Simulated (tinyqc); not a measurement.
One gate, two gates and a surrounding gate.

Below threshold the potential that source and drain add obeys Laplace's equation, vanishes on the gates and decays along the channel as exp(-k y). The same ts (depleted depth over a conducting body, body thickness or wire diameter), ti and permittivities in three geometries; k is the smallest positive root of: one gate, f(k) = eps_r sin(k ti) cos(k ts) + ei cos(k ti) sin(k ts); two gates, f(k) = ei cos(k ti) cos(k ts/2) - eps_r sin(k ti) sin(k ts/2); wire, f(k) = ei J0(u)[J1(u) Y0(v) - Y1(u) J0(v)] - eps_r J1(u)[J0(u) Y0(v) - Y0(u) J0(v)], u = k ts/2, v = u + k ti. Parabolic estimates of l: sqrt((eps_r/ei) ts ti); sqrt((eps_r/(2 ei)) ts ti (1 + ei ts/(4 eps_r ti))); sqrt([2 eps_r ts^2 ln(1 + 2 ti/ts) + ei ts^2]/(16 ei)), in the same order.

Inputs (values chosen for the exercise); permittivities: semiconductor made up, insulator close to that of silicon dioxide: relative permittivity of the semiconductor eps_r = 14.5; relative permittivity of the insulator ei = 3.95; insulator thickness ti = 1.7 nm; body thickness ts = 4.4 nm.

Scale lengths (nm):
```
,Lambda = pi/k,l = 1/k,l(parabolic)
one gate over a conducting body,7.390,2.352,5.240
two gates,12.66,4.031,4.019
wire,7.938,2.527,2.509
```

What does the comparison show?

The wire has the middle scale length, 0.627 times that of the double gate; the single gate over a conducting body has 0.584 times it, its layer ending directly on a conductor where the double gate has a second insulator. The parabolic estimates are 2.23 times, 0.32 % below and 0.69 % below the exact l, in the order of the rows.

Numbers from tinyqc (`OMP_NUM_THREADS=1 python tinyqc.py 2420022 2420023 out.jsonl`; about 0.01 s on one thread of a shared Intel Xeon 2.30GHz).
